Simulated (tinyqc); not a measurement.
From results to parameters: diatomic chain. Computed by the program tinyqc.

Problem. A chain of two alternating masses has one spring constant k; at the zone edge omega^2 = 2k/M and 2k/m, and wavenumber = 521.4708 sqrt(omega^2) with omega^2 in eV/(angstrom^2 u). Find k, the heavier mass and the optical wavenumber at q = 0.

wavenumbers at the zone edge (cm^-1): 314.631078  643.532952
lighter mass = 21.800000 u

Solution. The upper value gives k = m omega^2/2, the ratio of the squares gives M/m, and at q = 0 omega^2 = 2k (1/m + 1/M), the sum of the two.

k = 16.600 eV/angstrom^2
heavier mass = 91.200 u
optical wavenumber at q = 0 = 716.329 cm^-1
